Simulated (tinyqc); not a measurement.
Conduction-band offset of an n-N heterojunction from carrier-profile moments: effect of the offset.

Layer 1 (x < 0) accumulates electrons and layer 2 (x > 0) is depleted. Boltzmann statistics. The bands bend down by V1 in layer 1 and up by V2 in layer 2, with V1 + V2 = VD = dE + Vt ln[(N2/Nc2)/(N1/Nc1)].

Sheet densities from the first integral: Q1 = sqrt((2 eps0 eps_r Vt N1/q)(exp(u1) - u1 - 1)) extra electrons, Q2 = sqrt((2 eps0 eps_r Vt N2/q)(exp(-u2) + u2 - 1)) missing ones, u = V/Vt; neutrality Q1 = Q2 + si.

Parameters, values chosen for the exercise; values of the order of III-V alloys:
- T = 300 K (temperature)
- eps_r = 12.6 (relative permittivity of both layers)
- Nc1 = 7.5e17 cm^-3 (density of states of the narrow-gap layer 1)
- Nc2 = 1.1e18 cm^-3 (density of states of the wide-gap layer 2)
- N1 = 3.1e16 cm^-3 (donor density in layer 1)
- N2 = 2.2e16 cm^-3 (donor density in layer 2)
- si = 4.2e10 cm^-2 (fixed charge at the interface)

Constants: q = 1.602176634e-19 C, kB = 1.380649e-23 J/K, Vt = kB T/q, eps0 = 8.8541878128e-14 F/cm where lengths are in cm. Results are converted to the units shown.

Result of one run:

| VD (V) | V1 (V) | Q1 (cm^-2) | n(0-)/Nc1 |
|---|---|---|---|
| 0.3512 | 0.06622 | 3.238e11 | 0.5355 |

Which conduction-band offset dE gave this result: 0.12, 0.31, 0.37, 0.44 or 0.5 eV?

dE = 0.37 eV.

The whole series:

| dE (eV) | VD (V) | V1 (V) | Q1 (cm^-2) | n(0-)/Nc1 |
|---|---|---|---|---|
| 0.12 | 0.1012 | 0.03917 | 1.507e11 | 0.1880 |
| 0.19 | 0.1712 | 0.05033 | 2.129e11 | 0.2896 |
| 0.25 | 0.2312 | 0.05692 | 2.553e11 | 0.3737 |
| 0.31 | 0.2912 | 0.06203 | 2.916e11 | 0.4554 |
| 0.37 | 0.3512 | 0.06622 | 3.238e11 | 0.5355 |
| 0.44 | 0.4212 | 0.07031 | 3.576e11 | 0.6273 |
| 0.5 | 0.4812 | 0.07333 | 3.841e11 | 0.7050 |

Q1 rises from 1.51e11 to 3.84e11 cm^-2, as VD^(0.54) between the last two rows. Layer 1 takes 38.7 % of VD in the first row and 15.2 % in the last: accumulation charge grows exponentially with V1, so most of a large offset falls across the depleted side. For dE = 0.37, 0.44, 0.5 n(0-) nears or passes Nc1, where degeneracy and quantisation lower Q1.

Numbers from tinyqc (`OMP_NUM_THREADS=1 python tinyqc.py 2410012 2410013 out.jsonl`; about 0.06 s on one thread of a shared Intel Xeon 2.30GHz).
